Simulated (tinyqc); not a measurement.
# Tunnelling through a two-layer gate stack, WKB transmission and Tsu-Esaki current, step by step

Computed by the program tinyqc: `OMP_NUM_THREADS=1 python tinyqc.py 2540042 2540043 out.jsonl`, one thread of a shared Intel Xeon 2.30GHz, about 0.03 s for the whole run. Printed values are rounded.

Electrons leave the emitter at x = 0. Energies E (motion across the layers) are in eV from the emitter Fermi level; the collector Fermi level lies at -V and offers states at every E. No charge in the dielectric and no image force: F1 = V/(t1 + t2 eps1/eps2), F2 = F1 eps1/eps2; U = phi1 - F1 x in layer 1 and phi2 - F1 t1 - F2 (x - t1) in layer 2. With C = hbar^2/(2 m0), kappa = sqrt(m (U - E)/C) where U > E and 0 elsewhere; T(E) = exp(-S), S = 2 times the integral of kappa over x.

Parameters, values chosen for the exercise; layer 1 close to silicon dioxide, layer 2 close to hafnium oxide:
```
symbol,value,unit,meaning
T,300,K,temperature
Ef,2.6,eV,Fermi energy of the emitter above its band bottom
me,0.41,m0,emitter mass in the supply function
phi1,3.24,eV,barrier of layer 1 above the emitter Fermi level at zero bias
m1,0.49,m0,tunnelling mass of layer 1
t1,0.6,nm,thickness of layer 1
eps1,3.9,,relative permittivity of layer 1
phi2,1.43,eV,barrier of layer 2 at zero bias
m2,0.19,m0,tunnelling mass of layer 2
t2,3.8,nm,thickness of layer 2
eps2,21.4,,relative permittivity of layer 2
V,0.4,V,voltage across the dielectric
E,0.15,eV,energy of the electron followed
nc,5,,cells in each layer
Ea,-0.76,eV,lower end of the energy grid
Eb,0.31,eV,upper end of the energy grid
nE,15,,points of the energy grid
```

Constants: q = 1.602176634e-19 C, kB = 1.380649e-23 J/K, hbar = 1.054571817e-34 J s, m0 = 9.1093837015e-31 kg, Vt = kB T/q, hbar^2/(2 m0) = 0.0380998212 eV nm^2. Results are converted to the units shown.

Range of the model: A layer thinner than 0.8 nm holds only a few atomic planes, where an effective mass is a rough description.

## Fields and band edges

F1 = V/(t1 + t2 eps1/eps2), F2 = F1 eps1/eps2; U = phi1 - F1 x in layer 1 and phi2 - F1 t1 - F2 (x - t1) in layer 2. EOT = 3.9 (t1/eps1 + t2/eps2).

F1 = 3.094722 MV/cm
F2 = 0.5639913 MV/cm
U at the end of layer 1 = 3.054317 eV
U at the start of layer 2 = 1.244317 eV
U at the end of layer 2 = 1.03 eV
EOT = 1.292523 nm

## WKB exponent by the midpoint rule

Cut each layer into nc equal cells, take U and kappa at the cell centres, and sum S = 2 sum kappa h.

```
cell    x (nm)    U (eV)  kappa (1/nm)
0     0.060000  3.221432      6.285025
1     0.180000  3.184295      6.246913
2     0.300000  3.147158      6.208568
3     0.420000  3.110022      6.169984
4     0.540000  3.072885      6.131157
5     0.980000  1.222885      2.313087
6     1.740000  1.180022      2.266410
7     2.500000  1.137158      2.218752
8     3.260000  1.094295      2.170047
9     4.020000  1.051432      2.120224
```

S = 24.30455
T(E) = 2.784005e-11

## WKB exponent in closed form

Each layer adds (2/F) sqrt(m/C) [G(u at its left edge) - G(u at its right edge)] to S, with u = U - E (0 where negative) and G(u) = (2/3) u^1.5. The slope follows from 1/d = -dS/dE.

S = 24.30420
T(E) = 2.784967e-11
energy d over which T(E) grows by a factor e = 0.10208 eV

The midpoint rule gives S = 24.305, so its T(E) is 0.035 % below this value. The band edge stays above E through the whole stack: direct tunnelling through a trapezoid.

## Current density on a coarse energy grid

J = J0 times the integral of T(E) N(E) dE, N = ln[(1 + exp(-E/Vt))/(1 + exp((-E - V)/Vt))], J0 = q^2 me m0 kB T/(2 pi^2 hbar^3) (times 1e-4 for A/cm^2 per eV), by Simpson's rule on nE equally spaced points from Ea to Eb.

```
point      E (eV)          T(E)            N        T(E) N
0      -0.7600000  1.428301e-14     15.47269  2.209965e-13
1      -0.6835714  2.499300e-14     15.47267  3.867085e-13
2      -0.6071429  4.421550e-14     15.47236  6.841181e-13
3      -0.5307143  7.913931e-14     15.46634  1.223996e-12
4      -0.4542857  1.434203e-13     15.35716  2.202528e-12
5      -0.3778571  2.633959e-13     14.26225  3.756618e-12
6      -0.3014286  4.906987e-13     11.63794  5.710723e-12
7      -0.2250000  9.283524e-13     8.702407  8.078900e-12
8      -0.1485714  1.785893e-12     5.750127  1.026911e-11
9      -0.0721429  3.498471e-12     2.850181  9.971274e-12
10      0.0042857  6.990660e-12    0.6136890  4.290091e-12
11      0.0807143  1.427704e-11   0.04311843  6.156037e-13
12      0.1571429  2.987177e-11  0.002288859  6.837225e-14
13      0.2335714  6.421138e-11  1.191645e-4  7.651714e-15
14      0.3100000  1.422934e-10  6.197660e-6  8.818860e-16
```

J0 = 1.715299e8 A/(cm^2 eV)
J = 6.241779e-4 A/cm^2

The integrand peaks at E = -0.149 eV among these points. A converged quadrature from -Ef to above the barrier gives 6.268e-4 A/cm^2; this grid is 0.42 % below that.
